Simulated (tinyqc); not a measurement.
Holstein polaron on two sites. From weight Z of n = 0 in mode b back to coupling g. Computed by tinyqc, a small Python program. Command: `OMP_NUM_THREADS=1 python tinyqc.py 3004670 3004671 out.jsonl holstein inv`. One thread of a shared host (Intel(R) Xeon(R) Processor @ 2.30GHz), about 0.04 s of CPU time with the checks.

One electron on sites 1 and 2: H = -t (c1+ c2 + c2+ c1) + hbar omega sum_i b_i+ b_i - g hbar omega sum_i n_i (b_i + b_i+). The symmetric phonon shifts the energy by -g^2 hbar omega/2 and drops out; with b = (b_1 - b_2)/sqrt(2) there remains H = -t sigma_x + hbar omega b+ b - (g hbar omega/sqrt(2)) sigma_z (b + b+). Parity splits it into blocks p = +1 and -1 over phonon numbers n. Zero-point energies are left out. Weights Z refer to mode b alone; the displaced symmetric mode multiplies the full zero-phonon weight by exp(-g^2/2).

Inputs (values chosen for the exercise, for a model dimer): hopping t = 50 meV; phonon energy hbar omega = 133 meV.

Method. Block p: H_nn = n hbar omega - p t (-1)^n - g^2 hbar omega/2, H_(n,n+1) = -(g hbar omega/sqrt(2)) sqrt(n + 1). Use 60 levels in both blocks; Z = c_0^2 is the weight of n = 0 in the ground state c; the splitting is the lowest odd level less the lowest even one, which without coupling is the smaller of 2t and hbar omega; <sigma_x> = sum (-1)^n c_n^2 measures the kinetic energy.

Task: A run gave the result below. Find the coupling g, known to lie between 0.49 and 1.3.

weight Z of n = 0 in mode b = 0.8314882

Result:

Each step takes the trial c = (a f_b - b f_a)/(f_b - f_a), f being the result less the target and a, b, c the logarithms of the listed values; c replaces end b, the old b replaces a if the sign of f changed, and otherwise f_a is halved.

Scan of the range:

| coupling g | weight Z of n = 0 in mode b |
|---|---|
| 0.490 | 0.957735 |
| 0.577 | 0.939701 |
| 0.678 | 0.913573 |
| 0.798 | 0.874281 |
| 0.939 | 0.815169 |
| 1.100 | 0.729438 |
| 1.300 | 0.599288 |

False position (Illinois rule, in the logarithm of the input) inside the bracket:

| step | end a | end b | trial | weight Z of n = 0 in mode b |
|---|---|---|---|---|
| 1 | 0.798000 | 0.939000 | 0.897755 | 0.833988 |
| 2 | 0.939000 | 0.897755 | 0.903128 | 0.831609 |
| 3 | 0.939000 | 0.903128 | 0.903643 | 0.831380 |
| 4 | 0.903128 | 0.903643 | 0.903400 | 0.831488 |
| 5 | 0.903643 | 0.903400 | 0.903400 | 0.831488 |

weight Z of n = 0 in mode b falls at every point of a 13-point scan of the range (every second point is shown), so one value fits; it is bracketed by 0.798 and 0.939. Answer: coupling g = 0.9034.
